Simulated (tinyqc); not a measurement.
# Biaxially strained (001) channel, valley splitting in an inversion layer: two studies

A thin layer grown on a relaxed buffer is stretched in the plane. The two valleys with their long axis along the growth direction (D2) sink against the four in-plane ones (D4); confinement in a triangular well splits them too. Only the lowest subband of each set is kept; one relaxation time, so the weakening of intervalley scattering is left out.

Values chosen for this exercise; values close to those of silicon on relaxed silicon-germanium:
- T = 300 K (temperature)
- x = 0.18 (germanium share of the relaxed buffer)
- b1 = 0.0418 (lattice mismatch per unit x)
- c11 = 171 GPa (elastic constant)
- c12 = 64.8 GPa (elastic constant)
- Xu = 9.03 eV (shear deformation potential)
- ml = 0.914 m0 (longitudinal mass)
- mt = 0.188 m0 (transverse mass)
- F = 0.32 MV/cm (confining field)
- Ns = 7.4e12 cm^-2 (inversion density)

Constants: q = 1.602176634e-19 C, kB = 1.380649e-23 J/K, hbar = 1.054571817e-34 J s, m0 = 9.1093837015e-31 kg, Vt = kB T/q, hbar^2/(2 m0) = 0.0380998212 eV nm^2. Results are converted to the units shown.

Each table varies one quantity; the others keep the values above.

## Effect of the confining field

e_par = b1 x, e_perp = -2 (c12/c11) e_par, splitting D = Xu (e_par - e_perp), in-plane stress (c11 + c12 - 2 c12^2/c11) e_par. Levels E(m) = 2.33811 (hbar^2 q^2 F^2/(2 m))^(1/3): E2 = E(ml), E4 = E(mt) + D; N2 = 2 mt kB T/(pi hbar^2), N4 = 4 sqrt(mt ml) kB T/(pi hbar^2). EF solves Ns = N2 ln(1 + exp((EF - E2)/Vt)) + N4 ln(1 + exp((EF - E4)/Vt)); f2 is the share in D2, and 1/mc = f2/mt + (1 - f2)(1/mt + 1/ml)/2. The gain is mc(x = 0)/mc.

The same in every row: D (meV) = 119.4.

Effect of the confining field:
```
F (MV/cm)  f2 without strain      f2  mc (m0)   gain
0.1                   0.3406  0.9592   0.1911  1.333
0.3                   0.5441  0.9854   0.1891  1.214
0.5                   0.6968  0.9936   0.1885  1.134
0.7                   0.8068  0.9970   0.1882  1.082
0.9                   0.8812  0.9984   0.1881  1.049
1.1                   0.9286  0.9992   0.1881  1.029
1.3                   0.9575  0.9995   0.1880  1.017
1.5                   0.9747  0.9997   0.1880  1.010
```

As F goes from 0.1 to 1.5 MV/cm, f2 rises from 0.959 to 1.00 (without strain: it rises from 0.341 to 0.975) and the gain falls from 1.33 to 1.01. Strong confinement already empties D4, so strain has less to move. For F = 0.1 to 0.5 MV/cm the second D2 subband, left out here, lies within 2 Vt of EF or below it.

## Effect of the inversion density

Same model as above.

The same in every row: D (meV) = 119.4.

Result of one run:
```
Ns (cm^-2)  f2 without strain      f2  mc (m0)   gain
3.9e11                 0.6641  0.9949   0.1884  1.152
```

What becomes of these results when the inversion density Ns is changed from 3.9e11 to 5.4e12 cm^-2, all else the same?

Result of the changed run:
```
Ns (cm^-2)  f2 without strain      f2  mc (m0)   gain
5.4e12                 0.5881  0.9901   0.1887  1.191
```

The whole series:
```
Ns (cm^-2)  f2 without strain      f2  mc (m0)   gain
2e11                   0.6672  0.9951   0.1884  1.150
3.9e11                 0.6641  0.9949   0.1884  1.152
7.5e11                 0.6583  0.9947   0.1884  1.155
1.4e12                 0.6479  0.9943   0.1884  1.160
2.8e12                 0.6261  0.9931   0.1885  1.171
5.4e12                 0.5881  0.9901   0.1887  1.191
1e13                   0.5302  0.9801   0.1895  1.220
2e13                   0.4410  0.9157   0.1945  1.242
```

As Ns goes from 2e11 to 2e13 cm^-2, f2 falls from 0.995 to 0.916 (without strain: it falls from 0.667 to 0.441) and the gain rises from 1.15 to 1.24. For Ns = 5.4e12 to 2e13 cm^-2 the second D2 subband, left out here, lies within 2 Vt of EF or below it.

Computed by the program tinyqc: `OMP_NUM_THREADS=1 python tinyqc.py 2530126 2530127 out.jsonl`, one thread of a shared Intel Xeon 2.30GHz, about 0.01 s for the whole run.
